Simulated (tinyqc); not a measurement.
Deep-level transient spectroscopy (DLTS) of one majority-carrier trap: one step, computed by the program tinyqc.

A filling pulse loads the traps in a one-sided junction; under reverse bias they empty at the rate e, and the capacitance relaxes as C(t) = C_0 - dC exp(-e t). The signal is S = [C(t_2) - C(t_1)]/dC.

Problem. Emission rate at T. e = g sigma v N_b exp(-E/k_B T), v = sqrt(3 k_B T/m), N_b = 2 M (2 pi m k_B T/h^2)^(3/2), sigma = sigma_0, E = E_t.

Inputs (values chosen for the exercise, with mass and screening modelled on InP): density-of-states mass m = 0.583 m_0; valleys M = 1; trap depth E_t = 0.267 eV; cross-section sigma_0 = 7.5e-15 cm^2; degeneracy ratio g = 1; temperature T = 181 K.

Carriers: holes. Extra term: none.

Constants: k_B = 8.617333262e-05 eV/K; k_B = 1.380649e-23 J/K; m_0 = 9.1093837015e-31 kg; h = 6.62607015e-34 J s.

Give: thermal velocity v; N_b; sigma; E; emission rate e.

Solution.

thermal velocity v = 1.188e+07 cm/s

N_b = 5.235e+18 cm^-3

sigma = 7.50e-15 cm^2

E = 0.267 eV

emission rate e = 17158 1/s
